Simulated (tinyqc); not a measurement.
Critical temperature from a phonon spectrum: McMillan, Allen-Dynes and the linearised Eliashberg equation: one step, computed by the program tinyqc.

alpha^2 F(omega) = sum_i (lambda_i omega_i/2) delta(omega - omega_i), so that lambda = 2 int alpha^2 F/omega d omega = sum_i lambda_i.

Task: McMillan and Allen-Dynes. McMillan form: k_B T_c = (omega_log/1.2) exp[-1.04 (1 + lambda)/(lambda - mu* (1 + 0.62 lambda))]. Allen-Dynes multiplies it by f1 f2: f1 = [1 + (lambda/L1)^(3/2)]^(1/3), L1 = 2.46 (1 + 3.8 mu*); f2 = 1 + (omega_rms/omega_log - 1) lambda^2/(lambda^2 + L2^2), L2 = 1.82 (1 + 6.3 mu*) omega_rms/omega_log.

Inputs (values chosen for the exercise, for a model metal): Coulomb pseudopotential mu* = 0.12.

Peaks in alpha^2 F: two.

lambda = 0.804

omega_rms = 17.76347 meV

omega_log = 16.74170 meV

Constants: k_B = 8.617333262e-05 eV/K.

Give: T_c, McMillan form; f1; f2; T_c, Allen-Dynes.

Result:

T_c, McMillan form = 8.0140 K

f1 = 1.0343

f2 = 1.0032

T_c, Allen-Dynes = 8.3155 K

The two corrections raise T_c by 3.8 %.
